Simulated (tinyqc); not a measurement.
Planar ballistic transistor, top-of-the-barrier model: effect of the band edge at the barrier top above the source Fermi level at zero bias.

At the top of the source barrier, states moving towards the drain are filled by the source (Fermi level 0) and states moving back by the drain (Fermi level -q Vd); nothing scatters. U is the shift of the band edge there, set by the capacitances CG, CD and CS (the total) and by the charge. Parabolic two-dimensional band; the source is grounded.

N0 = gv m kB T/(pi hbar^2), CG = eps0 eox/tox, vT = sqrt(2 kB T/(pi m)), CS = CG/aG, n0 = n at U = 0 and Vd = 0. eta1 = -(E0 + U)/Vt, eta2 = eta1 - Vd/Vt, n = (N0/2)[F_0(eta1) + F_0(eta2)], F_0(x) = ln(1 + exp x). U = UL + q (n - n0)/CS with UL = -(aG Vg + aD Vd), energies in eV. I = q (N0/2) vT [F_(1/2)(eta1) - F_(1/2)(eta2)] per width, F_(1/2)(x) = (2/sqrt(pi)) int_0^infinity u^(1/2)/(1 + exp(u - x)) du. CQ = (q/Vt) dn/d(eta1).

Parameters, values chosen for the exercise; mass and valleys close to those of silicon (two valleys):
```
symbol  value  unit                                      meaning
T         300     K                                  temperature
m       0.187    m0                               effective mass
gv          2                                  valley degeneracy
eox       7.5        relative permittivity of the gate insulator
tox       3.9    nm                          insulator thickness
aG       0.94                                 gate control CG/CS
aD      0.039                                drain control CD/CS
Vg        0.7     V                                 gate voltage
Vd        0.7     V                                drain voltage
```

Constants: q = 1.602176634e-19 C, kB = 1.380649e-23 J/K, hbar = 1.054571817e-34 J s, m0 = 9.1093837015e-31 kg, Vt = kB T/q, eps0 = 8.8541878128e-14 F/cm where lengths are in cm. Results are converted to the units shown.

Results:
```
E0 (eV)     eta1  n (cm^-2)  I (uA/um)  mean velocity I/(q n) (cm/s)   CQ/CS
0.1       2.8495  5.8680e12     1695.8                      1.8038e7  6.5313
0.15      2.5581  5.3166e12     1491.2                      1.7506e7  6.4126
0.2       2.2899  4.8192e12     1314.6                      1.7026e7  6.2739
0.25      2.0202  4.3313e12     1148.7                      1.6553e7  6.1002
0.35      1.4569  3.3651e12     841.91                      1.5616e7  5.6038
0.4       1.1563  2.8876e12     701.11                      1.5154e7  5.2556
0.45     0.83631  2.4159e12     569.00                      1.4700e7  4.8205
```

Estimate the missing row, E0 = 0.3 eV.

Computed row:
```
E0 (eV)    eta1  n (cm^-2)  I (uA/um)  mean velocity I/(q n) (cm/s)   CQ/CS
0.3      1.7436  3.8466e12     991.15                      1.6082e7  5.8808
```

With this row back in the table: As E0 goes from 0.1 to 0.45 eV, n falls from 5.87e12 to 2.42e12 cm^-2, the mean velocity falls from 1.80e7 to 1.47e7 cm/s and the current falls from 1700 to 569 uA/um. CQ/CS goes from 6.5 to 4.8.

Program tinyqc, `OMP_NUM_THREADS=1 python tinyqc.py 2400031 2400032 out.jsonl`; Intel Xeon 2.30GHz, shared host, one thread, about 0.01 s.
